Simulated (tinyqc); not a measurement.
From one set of inputs to another, one input at a time: grain-boundary diffusion: Harrison regimes, Fisher and Le Claire analysis, Hart average. Computed by tinyqc, a small Python program. Command: `OMP_NUM_THREADS=1 python tinyqc.py 3002004 3002005 out.jsonl gbdiff ladder`. One thread of a shared host (Intel(R) Xeon(R) Processor @ 2.30GHz), about 0.01 s of CPU time with the checks.

A boundary is a slab of width delta with diffusivity D_b, normal to a surface held at constant concentration; it leaks into grains of diffusivity D.

The inputs printed are set A. Inputs not listed in the table keep their values of set A, so the rows need not describe a real material.

Inputs (values chosen for the exercise, for a model polycrystal):

| quantity | value | unit |
|---|---|---|
| lattice prefactor D0 | 2.2e-05 | m^2/s |
| lattice activation energy E | 3.53 | eV |
| boundary prefactor D0b | 5.3e-05 | m^2/s |
| boundary activation energy E_b | 1.96 | eV |
| boundary width delta | 0.44 | nm |
| segregation factor s | 1 | - |
| grain size d | 0.067 | um |
| temperature T | 892 | K |
| time t | 430000 | s |

Constants: k_B = 8.617333262e-05 eV/K.

Method:
- D = D0 exp(-E/(k_B T)), D_b = D0b exp(-E_b/(k_B T)).
- Triple product P = s delta D_b.
- l = sqrt(D t); P = s delta D_b; alpha = s delta/(2 l); beta = P/(2 D l). Regime A if l > 3 d, C if alpha > 1, B if alpha < 0.1, l < d/4 and beta > 10, otherwise a transition.
- Hart average for parallel slabs: f = delta/d, D_eff = (s f D_b + (1 - f) D)/(1 - f + s f); share of the boundaries = s f D_b/(s f D_b + (1 - f) D); depth sqrt(D_eff t).
- Fisher: the mean concentration falls as exp(-y/y_F), y_F = sqrt(P) (pi t/(4 D))^(1/4), with the boundary equation P d2c/dy2 = 2 c sqrt(D/(pi t)). Le Claire (from the Whipple solution): ln c falls as -(y/y_L)^(6/5) with P = 1.322 sqrt(D/t) y_L^2.

Each row keeps all changes above it:

| input moved | from | to | Le Claire depth y_L (um) | beta | depth sqrt(D_eff t) (um) |
|---|---|---|---|---|---|
| set A | - | - | 13.968 | 1.1995e+09 | 1.12 |
| time t (s) | 430000 | 460000 | 14.206 | 1.1597e+09 | 1.16 |
| temperature T (K) | 892 | 1530 | 24.108 | 1.6110e+01 | 236.70 |
| boundary prefactor D0b (m^2/s) and boundary activation energy E_b (eV) | 5.3e-05, 1.96 | 4.4e-06, 1.98 | 6.439 | 1.1492e+00 | 63.39 |
| grain size d (um) | 0.067 | 1.1 | 6.439 | 1.1492e+00 | 16.35 |
| lattice prefactor D0 (m^2/s) and lattice activation energy E (eV) | 2.2e-05, 3.53 | 7.5e-06, 3.39 | 6.462 | 1.1741e+00 | 16.34 |

Which inputs carry the difference?

Le Claire depth y_L goes from 14.0 to 6.46, a factor 0.463 in all. The largest single move comes from boundary prefactor D0b with boundary activation energy E_b (a factor 0.267), and temperature T works against it (a factor 1.70). Beta goes from 1.20e9 to 1.17, a factor 9.79e-10 in all. The largest single move comes from temperature T (a factor 1.39e-8). Depth sqrt(D_eff t) goes from 1.12 to 16.3, a factor 14.5 in all. The largest single move comes from temperature T (a factor 204), and grain size d works against it (a factor 0.258). The single moves hold for this order of the switches; the total does not depend on the order.

Caution (rows set A, time t): outside regime A (which needs sqrt(D t) above about 3 d) the Hart average and its depth are formal: they describe a profile only in regime A or at steady state. Caution (all rows): the Fisher and Le Claire forms need regime B with beta above 10.

Extremes, crossings and ranges named in words are read from the listed rows.
